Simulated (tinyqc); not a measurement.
# Fully depleted semiconductor-on-insulator film with two gates, non-linear Poisson equation by Newton steps: charge against front-gate voltage

One dimension across the film, front interface at x = 0, back interface at x = ts. psi is counted from the intrinsic level, n = ni exp(psi/Vt) (source grounded), holes neglected, acceptors ionised. Gates act through Cox = eps0 eox/tox and Cbox = 3.9 eps0/tb with potentials G1 = Vg - (phiM - chi - Vt ln(Nc/ni)) and G2 = Vb - (phiB - chi - Vt ln(Nc/ni)). Classical Boltzmann densities, no interface charge, no depletion in the back plane.

ni = sqrt(Nc Nv) exp(-Eg/(2 Vt)), Eg in volts. The Poisson equation eps0 eps_r d2psi/dx2 = q (n + Na), with -eps0 eps_r dpsi/dx = Cox (G1 - psi) at x = 0 and eps0 eps_r dpsi/dx = Cbox (G2 - psi) at x = ts, is solved on 300 equal intervals with half boxes at both ends; N_inv is the trapezoid sum of n. Swing = ln 10/(d ln N_inv/dVg); the last column is (dN_inv/dVb)/(dN_inv/dVg).

Inputs (values chosen for the exercise); band and dielectric values close to those of silicon: temperature T = 250 K; band gap Eg = 1.13 eV; relative permittivity eps_r = 11.8; conduction-band density of states at T Nc = 2.11e19 cm^-3; valence-band density of states at T Nv = 2.03e19 cm^-3; electron affinity chi = 3.99 eV; relative permittivity of the gate insulator (close to silicon dioxide) eox = 3.9; insulator thickness tox = 3 nm; film thickness ts = 13 nm; buried-oxide thickness (eps_r 3.9) tb = 26 nm; acceptor density of the film Na = 1e15 cm^-3; work function of the front gate phiM = 4.12 eV; work function of the back plane phiB = 5.04 eV; back-gate voltage Vb = 0 V.

Constants: q = 1.602176634e-19 C, kB = 1.380649e-23 J/K, Vt = kB T/q, eps0 = 8.8541878128e-14 F/cm where lengths are in cm. Results are converted to the units shown.

Charge against front-gate voltage:

| Vg (V) | psi front (V) | psi back (V) | N_inv (cm^-2) | centroid/ts | swing (mV/decade) | q dN_inv/dVg over Cox | back/front leverage |
|---|---|---|---|---|---|---|---|
| -0.24 | 0.134 | 0.0462 | 1.33e4 | 0.228 | 56.3 | 7.55e-8 | 0.136 |
| -0.09 | 0.270 | 0.163 | 6.20e6 | 0.194 | 56.1 | 3.54e-5 | 0.130 |
| 0.06 | 0.407 | 0.280 | 2.92e9 | 0.167 | 56.9 | 0.0165 | 0.126 |
| 0.21 | 0.510 | 0.362 | 2.70e11 | 0.139 | 149 | 0.580 | 0.120 |
| 0.36 | 0.548 | 0.381 | 1.06e12 | 0.112 | 413 | 0.821 | 0.115 |
| 0.51 | 0.568 | 0.387 | 1.98e12 | 0.0935 | 717 | 0.888 | 0.112 |
| 0.66 | 0.582 | 0.390 | 2.96e12 | 0.0807 | 1.03e3 | 0.918 | 0.110 |
| 0.81 | 0.593 | 0.392 | 3.96e12 | 0.0714 | 1.36e3 | 0.936 | 0.108 |
| 0.96 | 0.602 | 0.393 | 4.97e12 | 0.0642 | 1.68e3 | 0.947 | 0.108 |

What does the comparison show?

N_inv passes 1e11 cm^-2 at Vg = 0.160 V. The swing starts at 56.3 mV a decade, against (1 + k) Vt ln 10 = 54.5 for a front channel with k = Cs Cbox/(Cox (Cs + Cbox)) = 0.0990, Cs = eps0 eps_r/ts; above threshold this column is no longer a subthreshold swing. The centroid falls from 0.228 to 0.0642 of ts and the leverage of the back gate falls from 0.136 to 0.108. For Vg = 0.36, 0.51, 0.66, 0.81, 0.96 the density at an interface exceeds 0.3 Nc, where Boltzmann statistics fail. In every row the classical centroid lies within 3 nm of an interface, where confinement, left out, would push it away.

Numbers from tinyqc (`OMP_NUM_THREADS=1 python tinyqc.py 2190006 2190007 out.jsonl`; about 0.4 s on one thread of a shared Intel Xeon 2.30GHz).
